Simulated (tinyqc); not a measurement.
Weaire-Thorpe hybrids on a Bethe lattice: gap and dangling bond of an amorphous tetrahedral solid: one step. Densities at that energy. Four cases, with inputs chosen for the exercise.

Question. With z = E + i eta, b = z - V1 - S: full atom G = (b + 3 V1)/(b (b + 4 V1)); g = S/V2^2; dangling hybrid 1/(1/g - dh); densities -Im G/pi.

Four sp3 hybrids an atom at energy 0, coupled by -V1 on the atom and by -V2 along a bond; the bonds form a tree (no rings). For any network the gap runs at least from -V2 + V1 to V2 - 3 V1, and p-like states pile up at -V2 + V1 and V2 + V1. On the tree the gap is wider: it ends at Ec = -V1 + sqrt(V2^2 + 4 V1^2 - 2 sqrt3 V1 V2), which makes it well wider than the gaps of the real glasses. A branch seen from a hybrid has the self-energy S = V2^2 g, where g is the Green function of the hybrid across the bond, whose three partners carry S themselves. With a = z - V1, b = a - S: g = 1/(a + V1 b/(b + 3 V1)), z = E + i eta. A full atom has G = (1/b)(b + 3 V1)/(b + 4 V1) per hybrid; a dangling hybrid with shift dh has G = 1/(1/g - dh).

Give: G; densities.

Case 1.

Values chosen (of the size of tabulated hybrid energies for amorphous silicon; shifted at random, so the results belong to these values and not to a real crystal):
- V1 = 1.8 eV (coupling of two hybrids on one atom)
- V2 = 4.3 eV (coupling of the two hybrids of a bond)
- E = -5.16 eV (energy)
- eta = 0.02 eV (broadening)
- dh = -1.39 eV (shift of the dangling hybrid (rehybridisation))

S = -1.638007-1.706209i eV

Answer.

G (1/eV): (bulk) -0.0554-0.1077i, (dangling with dh = 0) -0.0886-0.0923i, (dangling with dh) -0.0838-0.1175i
densities (1/eV): (bulk) 0.0343, (dangling with dh = 0) 0.0294, (dangling with dh) 0.0374

Case 2.

Values chosen (of the size of tabulated hybrid energies for amorphous germanium; shifted at random, so the results belong to these values and not to a real crystal):
- V1 = 1.84 eV (coupling of two hybrids on one atom)
- V2 = 4.13 eV (coupling of the two hybrids of a bond)
- E = -0.06 eV (energy)
- eta = 0.03 eV (broadening)
- dh = -1.58 eV (shift of the dangling hybrid (rehybridisation))

S = -96.949112-46.203768i eV

Answer.

G (1/eV): (bulk) 0.0084-0.0040i, (dangling with dh = 0) -5.6839-2.7088i, (dangling with dh) 0.6945-0.0330i
densities (1/eV): (bulk) 0.0013, (dangling with dh = 0) 0.8622, (dangling with dh) 0.0105

Case 3.

Values chosen (of the size of tabulated hybrid energies for amorphous silicon; shifted at random, so the results belong to these values and not to a real crystal):
- V1 = 1.73 eV (coupling of two hybrids on one atom)
- V2 = 4.55 eV (coupling of the two hybrids of a bond)
- E = 1.99 eV (energy)
- eta = 0.02 eV (broadening)
- dh = -1.52 eV (shift of the dangling hybrid (rehybridisation))

S = 5.656309-4.973543i eV

Answer.

G (1/eV): (bulk) -0.0609-0.1151i, (dangling with dh = 0) 0.2732-0.2402i, (dangling with dh) 0.2221-0.1125i
densities (1/eV): (bulk) 0.0366, (dangling with dh = 0) 0.0765, (dangling with dh) 0.0358

Case 4.

Values chosen (of the size of tabulated hybrid energies for amorphous silicon; shifted at random, so the results belong to these values and not to a real crystal):
- V1 = 1.78 eV (coupling of two hybrids on one atom)
- V2 = 4.26 eV (coupling of the two hybrids of a bond)
- E = 3 eV (energy)
- eta = 0.02 eV (broadening)
- dh = -1.34 eV (shift of the dangling hybrid (rehybridisation))

S = 4.702678-4.170997i eV

Answer.

G (1/eV): (bulk) -0.0584-0.1399i, (dangling with dh = 0) 0.2591-0.2298i, (dangling with dh) 0.2199-0.1203i
densities (1/eV): (bulk) 0.0445, (dangling with dh = 0) 0.0732, (dangling with dh) 0.0383

Computed by tinyqc, one run a case: `OMP_NUM_THREADS=1 python tinyqc.py N N+1 out.jsonl` with N = 1480443, 1480555, 1481115, 1481297; one thread of a shared Intel(R) Xeon(R) Processor @ 2.30GHz, about 0.04 s a run at most.
